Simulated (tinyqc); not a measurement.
Inside a calculation. Method: coupled-perturbed Hartree-Fock on RHF in the sto-3g basis, for BeH+, spin multiplicity 1. One step of it, computed by the program tinyqc.

Task: Response to a field: uncoupled start. Field along z; U_ai = -mu_ai / (e_a - e_i), alpha = -4 sum U_ai mu_ai.

orbital energies (hartree): MO1 -5.006575, MO2 -0.688612, MO3 -0.257486, MO4 -0.133266, MO5 -0.133266, MO6 0.203002

dipole integrals <a|z|i> (bohr), order a3, a4, a5, a6:
$$\begin{pmatrix}
-0.098424 & -0.942675 \\
0.000000 & 0.000000 \\
0.000000 & 0.000000 \\
-0.108001 & 0.814917
\end{pmatrix}$$

Give: uncoupled U; uncoupled polarisability.

Result:

uncoupled U, order a3, a4, a5, a6:
$$\begin{pmatrix}
0.021 & 2.187 \\
0.000 & 0.000 \\
0.000 & 0.000 \\
0.021 & -0.914
\end{pmatrix}$$

uncoupled polarisability = 11.241 bohr^3
